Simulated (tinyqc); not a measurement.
Energy and delay of logic against supply voltage: one step of the calculation.

One expression serves below and above threshold: I(Vg) = Ik [ln(1 + exp((Vg - VT + dd V)/(al nf Vt)))]^al, with I_on = I(V) and I_off = I(0). Gate delay td = kd C V/I_on, clock period LD td. Per gate and cycle the switching energy is act C V^2 and the leakage energy I_off V LD td. No short-circuit current, no variation. Minima are sought above 0.09 V; below a few Vt gates no longer switch and the model has no meaning.

Question. Currents, delay and energies. I_on, I_off, td, clock frequency 1/(LD td), both energies and their sum.

Inputs (values chosen for the exercise); values of the order met in logic technologies: temperature T = 378 K; threshold voltage at zero drain bias VT = 0.4 V; slope factor nf = 1.07; barrier lowering per volt of supply dd = 0.05; specific current of a gate Ik = 0.44 uA; exponent of the current law al = 1.62; load capacitance of a gate C = 1.1 fF; delay factor kd = 0.8; logic depth LD = 60; activity factor act = 0.05; supply voltage V = 1.05 V.

Constants: q = 1.602176634e-19 C, kB = 1.380649e-23 J/K, Vt = kB T/q. Results are converted to the units shown.

Give: I_on; I_off; td; clock frequency; switching energy; leakage energy; energy.

Answer.

I_on = 26.13 uA
I_off = 0.02054 nA
td = 35.36 ps
clock frequency = 0.4713 GHz
switching energy = 60.64 aJ
leakage energy = 0.04576 aJ
energy = 60.68 aJ

I_on/I_off = 1.27e6; leakage makes up 0.0754 % of the energy.

tinyqc, about 0.01 s, one thread, Intel Xeon 2.30GHz (shared host): `OMP_NUM_THREADS=1 python tinyqc.py 2082143 2082144 out.jsonl`
